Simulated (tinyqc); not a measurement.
# Changing the contact length d

Model: specific resistance of a metal-semiconductor contact and its transmission-line measurement. Computed by tinyqc, a small Python program. Command: `OMP_NUM_THREADS=1 python tinyqc.py 3014155 3014156 out.jsonl contact sweep`. One thread of a shared host (Intel(R) Xeon(R) Processor @ 2.30GHz), about 0.01 s of CPU time with the checks.

The barrier is parabolic (depletion approximation), energies E are normal energies counted from the band edge in the neutral semiconductor (downwards for holes), and the bias is zero. xi is an input, held fixed when other inputs move.

Inputs (values chosen for the exercise, modelled on p-type silicon):
```
quantity                                           value          unit
tunnelling mass m                                   0.37           m_0
permittivity eps                                    11.7             -
Richardson constant A*                              32.5  A/(cm^2 K^2)
barrier height phi_B                                0.32            eV
doping N                                         8.5e+18        1/cm^3
Fermi level above the band edge in the bulk, xi   -0.082            eV
temperature T                                        500             K
sheet resistance R_sh                               2400           ohm
contact width W                                       14    micrometre
```

Image-force lowering: left out.

Constants: hbar = 1.054571817e-34 J s; eps_0 = 8.8541878128e-12 F/m; m_0 = 9.1093837015e-31 kg; k_B = 8.617333262e-05 eV/K; e = 1.602176634e-19 C.

Method:
- E_00 = (e hbar/2) sqrt(N/(eps eps_0 m)); band bending E_b = phi_B + xi; depletion width w = sqrt(2 eps eps_0 E_b/(e^2 N)).
- WKB transmission for E < E_b, with a = E/E_b: D = exp{-(E_b/E_00) [sqrt(1 - a) - a ln((1 + sqrt(1 - a))/sqrt(a))]}; D = 1 above.
- At zero bias 1/rho_c = (e A*/k_B^2) int D(E) f(E) dE, f = 1/(1 + exp((E - xi)/k_B T)); 200 Gauss-Legendre points from 0 to E_b, and k_B T ln(1 + exp((xi - E_b)/k_B T)) for the part above the barrier; the share of tunnelling is the part below.
- Transmission-line model: transfer length L_T = sqrt(rho_c/R_sh); R_c = (R_sh L_T/W) coth(d/L_T). Limits: rho_c/(W d) for d << L_T, sqrt(rho_c R_sh)/W for d >> L_T.
- Transmission-line model: transfer length L_T = sqrt(rho_c/R_sh); R_c = (R_sh L_T/W) coth(d/L_T). Two contacts a gap s apart give R = 2 R_c + R_sh s/W. A straight-line fit gives R_sh from the slope and R_c from the intercept; the simple reading takes L_x = R_c W/R_sh as the transfer length and rho_c = R_sh L_x^2.

One run for each value:
```
contact length d (micrometre)  contact resistance R_c (ohm)       d/L_T  simple reading over true value
0.0037                                               2521.8  1.5860e-02                      3.9762e+03
0.0099                                                943.0  4.2436e-02                      5.5596e+02
0.026                                                 360.3  1.1145e-01                      8.1177e+01
0.07                                                  137.3  3.0005e-01                      1.1780e+01
0.19                                                   59.5  8.1443e-01                      2.2142e+00
0.49                                                   41.2  2.1004e+00                      1.0618e+00
1.3                                                    40.0  5.5724e+00                      1.0001e+00
3.5                                                    40.0  1.5003e+01                      1.0000e+00
```

Over the rows, contact resistance R_c (ohm) falls from 2520 to 40.0; d/L_T rises from 0.0159 to 15.0 (exponent d ln y / d ln x about 1.0 throughout); simple reading over true value falls from 3980 to 1.00. At the low end the exponent of contact resistance R_c is -1.00, close to -1: a short contact. At the high end the exponent of contact resistance R_c is 0.00, close to 0: a long contact.  Left out: 0.00140 (the contact is far too resistive to measure).
